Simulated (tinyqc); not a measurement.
Inside a calculation. Model: precursor delivery by bubblers, mass-transport growth and the solid composition of a III-V alloy. Computed by tinyqc, a small Python program that keeps every step. Command: `OMP_NUM_THREADS=1 python tinyqc.py 3020503 3020504 out.jsonl movpe_thermo walk`. One thread of a shared host (Intel(R) Xeon(R) Processor @ 2.30GHz), about 0.01 s of CPU time with the checks. Intermediate numbers are printed to about 5 digits and carried at full precision; extremes and crossings named in words are read from the listed rows.

1 sccm = 44.615 micromol/min; 1 torr = 133.322 Pa. The sources decompose fully at the surface.

Inputs (values chosen for the exercise, modelled on triethylgallium (source 1) and trimethylindium (source 2) for the vapour pressures):
```
quantity                                                                                                  value        unit
bath temperature T1                                                                                         292           K
bath temperature T2                                                                                         288           K
bubbler pressure p_b                                                                                        760        torr
carrier flow F1                                                                                              19        sccm
carrier flow F2                                                                                              36        sccm
total flow F_t                                                                                              6.6         slm
group-V flow F_V                                                                                            200        sccm
reactor pressure p                                                                                           40        torr
growth temperature T                                                                                       1020           K
diffusivity at 273 K and 760 torr                                                                          0.42      cm^2/s
flow cross-section A                                                                                         69        cm^2
distance from the leading edge z                                                                            9.7          cm
lattice constant a                                                                                         5.59    angstrom
interaction L0 of the solid                                                                                8.85      kJ/mol
log10 of p_B,eq over pure BC at 1000 K and 1 torr of group V (exaggerated: liquid indium has about -4.1)   -2.8  log10 torr
enthalpy of that equilibrium H                                                                              275      kJ/mol
```

Alloy: mixing on the group-III sites, with desorption of B.

constants a, b of source 1 (log10 torr, K): 8.07  2162

constants a, b of source 2 (log10 torr, K): 10.55  3014

Constants: k_B = 1.380649e-23 J/K; R = 8.314462618 J/(mol K).

## Bubblers

log10 p_v = a - b/T_bath; molar flow = F x 44.615 x p_v/(p_b - p_v) for a saturated bubbler.

vapour pressure 1 = 4.6333 torr

molar flow 1 = 5.1996 micromol/min

vapour pressure 2 = 1.2154 torr

molar flow 2 = 2.5727 micromol/min

One kelvin of bath error changes flow 1 by 5.9 % and flow 2 by 8.4 %.

## Partial pressures in the reactor

p_i = p n_i/(44615 F_t), F_t in slm; p_V = p F_V/(1000 F_t), counted per molecule supplied; V/III = 44.615 F_V/(n1 + n2); vapour fraction of source 2 = n2/(n1 + n2).

p_1 = 7.0632e-04 torr

p_2 = 3.4948e-04 torr

p_V = 1.2121 torr

V/III ratio = 1148.1

vapour fraction of source 2 = 0.33101

## Mass transport

Mean velocity u = (F_t/A)(760/p)(T/273); D = D0 (T/273)^1.75 (760/p); boundary layer delta = sqrt(pi D z/u); flux = D dp/(delta k_B T); growth rate = flux x a^3/4.

velocity u = 113.17 cm/s

D = 80.125 cm^2/s

boundary layer delta = 4.6449 cm

growth rate per torr of group III = 256.74 micrometre/(h torr)

Caution: the boundary layer is a quarter or more of the root of the cross-section, so it fills much of the channel and depletion along the flow matters.

## Solid composition

A sticks fully. B desorbs: its surface pressure is p_B* = x gamma_B K/sqrt(p_V), ln gamma_B = L0 (1 - x)^2/(R T), K = 10^(log10 K at 1000 K) exp[-(H/R)(1/T - 1/1000)], p_V in torr. With equal diffusivities x = (p_2 - p_B*)/(p_1 + p_2 - p_B*). Growth rate = rate per torr x p_1/(1 - x).

K/sqrt(p_V) = 0.0027535 torr

solid fraction x = 0.044348

share of B incorporated, 1 - p_B*/p_2 = 0.093790

growth rate = 0.18975 micrometre/h

Only 9 % of the B supplied is built in; more group V or a lower T would raise it.

## Incorporation against temperature

A sticks fully. B desorbs: its surface pressure is p_B* = x gamma_B K/sqrt(p_V), ln gamma_B = L0 (1 - x)^2/(R T), K = 10^(log10 K at 1000 K) exp[-(H/R)(1/T - 1/1000)], p_V in torr. With equal diffusivities x = (p_2 - p_B*)/(p_1 + p_2 - p_B*).

At fixed flows:
```
T (K)  K/sqrt(p_V) (torr)        x  share of B incorporated, 1 - p_B*/p_2
821            1.0628e-06  0.33061                                0.99820
861            6.9065e-06  0.32849                                0.98866
899            3.5030e-05  0.31853                                0.94467
927            1.0643e-04  0.29393                                0.84133
959            3.5004e-04  0.21935                                0.56789
991            1.0660e-03  0.10569                                0.23886
1028           3.5438e-03  0.03485                                0.07297
1082           1.7653e-02  0.00740                                0.01506
```

x equals the vapour fraction 0.331 while gamma_B K/sqrt(p_V) is small against p_1 + p_2 = 0.0011 torr and falls once it is not. Between the last rows the apparent energy R d ln x/d(1/T) is 265 kJ/mol, against H = 275.

Checks made by the program: the sensitivity to the bath against a difference (relative difference below 1e-10).
